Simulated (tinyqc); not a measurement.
Mass anisotropy: shallow donor in an anisotropic valley (effective-mass theory).

One valley: H = -c [(d2/dx2 + d2/dy2)/mt + (d2/dz2)/ml] - q/(eps r), c = hbar^2/2m0, q = e^2/(4 pi eps0). Trial function exp(-sqrt((x^2 + y^2)/a^2 + z^2/b^2)) with a > b: T = (c/3)(2/(mt a^2) + 1/(ml b^2)), V = -(q/eps) atan(u/b)/u, u = sqrt(a^2 - b^2). The central cell of the impurity is left out.

Constants: hbar^2/2m0 = 3.80998211 eV angstrom^2; e^2/(4 pi eps0) = 14.39964547 eV angstrom; Ry = 13.60569312 eV; a0 (Bohr radius) = 0.5291772105 angstrom.

Inputs chosen for the exercise (out of a larger set: near those of Ge; not measured data): mt = 0.084 m0 (transverse mass); eps = 15.1 (dielectric constant); xs = (1.3, 2.1, 3.7, 4.3, 9.2, 24, 54, 240) (ratios ml/mt).

mt and eps fixed, ml varied. Energies in units of Ry*(mt) = Ry mt/eps^2 and lengths in a*(mt) = a0 eps/mt; the last two columns use one mass, 3/(1/ml + 2/mt) or (ml mt^2)^(1/3).

Results:

| ml/mt | a/a* | b/a | binding | conductivity mass | density-of-states mass |
|---|---|---|---|---|---|
| 1.30 | 0.947 | 0.911 | 1.089 | 1.083 | 1.091 |
| 2.10 | 0.862 | 0.768 | 1.259 | 1.212 | 1.281 |
| 3.70 | 0.781 | 0.630 | 1.467 | 1.321 | 1.547 |
| 4.30 | 0.762 | 0.598 | 1.523 | 1.344 | 1.626 |
| 9.20 | 0.681 | 0.459 | 1.808 | 1.423 | 2.095 |
| 24.0 | 0.607 | 0.330 | 2.153 | 1.469 | 2.884 |
| 54.0 | 0.562 | 0.250 | 2.421 | 1.486 | 3.780 |
| 240 | 0.507 | 0.151 | 2.833 | 1.497 | 6.214 |

The binding grows from 1.09 to 2.83 Ry*(mt); for ml going to infinity the exact problem becomes two-dimensional, with 4 Ry*. The conductivity mass saturates at 1.5 and underbinds, by 12 % at ml/mt = 4.3; the density-of-states mass errs by +7 % there and by +119 % in the last row. With these mt and eps one unit is 5.01 meV.

Run: tinyqc, `OMP_NUM_THREADS=1 python tinyqc.py 1252453 1252454 out.jsonl`; Intel(R) Xeon(R) Processor @ 2.30GHz, one thread, shared host; about 0.01 s of CPU time with all checks.
